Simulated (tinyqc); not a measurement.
Coherent transport through a tight-binding region between two chains, step by step. Computed by tinyqc, a small Python program that keeps every step. Settings: temperature = 77, mu = -0.11. Command: `OMP_NUM_THREADS=1 python tinyqc.py 30333 30334 out.jsonl` (the two numbers bound the seeds that draw the settings). One thread of a shared host (Intel(R) Xeon(R) Processor @ 2.60GHz), about 0.07 s of CPU time with the checks.

## Transmission at E = 0.01 eV

H of the central region (eV):
```
           1          2          3
1   0.000000  -1.240000   0.000000
2  -1.240000   0.380000  -0.410000
3   0.000000  -0.410000   0.000000
```

Leads: semi-infinite chains with site energy 0:
```
parameter                           value
lead hopping t (eV)              1.720000
coupling to the left lead (eV)   0.290000
coupling to the right lead (eV)  0.560000
left contact site                       1
right contact site                      3
```

E = 0.010000 eV

Surface Green function g = (E - i sqrt(4 t^2 - E^2)) / (2 t^2); self-energy tc^2 g on each contact site; G = (E - H - Sigma)^(-1); Gamma = -2 Im Sigma; T = Gamma_L Gamma_R |G_LR|^2; local density of states -Im G_ii / pi.

g = 0.001690-0.581393i 1/eV

G (1/eV):
```
                     1                    2                    3
1   0.259129-0.581369i   0.781467-0.005596i  -0.078479+1.753236i
2   0.781467-0.005596i  -0.006433-0.030770i   0.069757-0.010843i
3  -0.078479+1.753236i   0.069757-0.010843i   0.300304-5.312255i
```

local density of states (1/eV): 0.185055  0.009794  1.690943

transmission = 0.109830

## Transmission across the band

The same steps on a grid of energies.

T(E):
```
E (eV)              T
-3.26800000  9.31e-07
-2.94120000  0.000005
-2.61440000  0.000018
-2.28760000  0.000059
-1.96080000  0.000226
-1.63400000  0.001250
-1.30720000  0.022553
-0.98040000  0.058435
-0.65360000  0.019785
-0.32680000  0.033541
0.00000000   0.110674
0.32680000   0.024630
0.65360000   0.009177
0.98040000   0.007443
1.30720000   0.018770
1.63400000   0.029542
1.96080000   0.000990
2.28760000   0.000163
2.61440000   0.000039
2.94120000   0.000010
3.26800000   1.63e-06
```

levels of the isolated region (eV): -1.129773  0.000000  1.509773

## Current

I = (2e/h) int T(E) [f(E - mu - V/2) - f(E - mu + V/2)] dE at 77 K with mu = -0.11 eV, the bias not changing H; 2e^2/h = 77.48092 microsiemens; the integral runs over the band on 4001 points.

Current:
```
V (volt)  I (microampere)
0.010000         0.066228
0.050000         0.331114
0.100000         0.661785
0.200000         1.312947
0.400000         2.437958
0.800000         3.668443
```
